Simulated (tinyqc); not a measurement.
Self-consistent Fermi level with native defects, at growth and after a quench: one step, computed by the program tinyqc.

Energies are counted from the top of the valence band (VBM); when the gap shrinks with temperature the conduction band moves and the levels stay. D and A draw on one reservoir with opposite signs, as the two vacancies of a compound do.

Question. Formation energies at E_F = 0. E_f(D, 0) = input + s and E_f(A, 0) = input - s; E_f(q, E_F = 0) follows from the levels, eps(q/q-1) = E_f(q - 1) - E_f(q) at E_F = 0.

Inputs (values chosen for the exercise, for a model semiconductor): E_f of the neutral native donor D = 0.9361 eV; E_f of the neutral native acceptor A = 1.838 eV; shift s of the chemical potential = -0.27 eV.

Added shallow dopant: none.

levels of D above the VBM, most positive state first (eV): [0.706, 1]

levels of A above the VBM, (0/-1) first (eV): [0.425, 0.602, 0.656]

Give: E_f(q, E_F = 0).

Answer.

E_f(q, E_F = 0) (eV): D(+2) -1.0399, D(+1) -0.3339, D(0) 0.6661, A(0) 2.1080, A(-1) 2.5330, A(-2) 3.1350, A(-3) 3.7910
